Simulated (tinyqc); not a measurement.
Holstein polaron on two sites: one step, computed by the program tinyqc. Command: `OMP_NUM_THREADS=1 python tinyqc.py 3006458 3006459 out.jsonl holstein walk`. One thread of a shared host (Intel(R) Xeon(R) Processor @ 2.30GHz), about 0.01 s of CPU time with the checks.

One electron on sites 1 and 2: H = -t (c1+ c2 + c2+ c1) + hbar omega sum_i b_i+ b_i - g hbar omega sum_i n_i (b_i + b_i+). The symmetric phonon shifts the energy by -g^2 hbar omega/2 and drops out; with b = (b_1 - b_2)/sqrt(2) there remains H = -t sigma_x + hbar omega b+ b - (g hbar omega/sqrt(2)) sigma_z (b + b+). Parity splits it into blocks p = +1 and -1 over phonon numbers n. Zero-point energies are left out. Weights Z refer to mode b alone; the displaced symmetric mode multiplies the full zero-phonon weight by exp(-g^2/2).

Problem. The even block in a small basis. Block p: H_nn = n hbar omega - p t (-1)^n - g^2 hbar omega/2, H_(n,n+1) = -(g hbar omega/sqrt(2)) sqrt(n + 1). Take p = +1 and n = 0..N-1.

Inputs (values chosen for the exercise, for a model dimer):
```
quantity                  value  unit
hopping t                    68   meV
phonon energy hbar omega    133   meV
coupling g                0.568     -
phonon levels kept N          3     -
```

Give: H, even block.

Solution.

H, even block (meV):
```
       1      2      3
1  -89.5  -53.4    0.0
2  -53.4  179.5  -75.5
3    0.0  -75.5  176.5
```
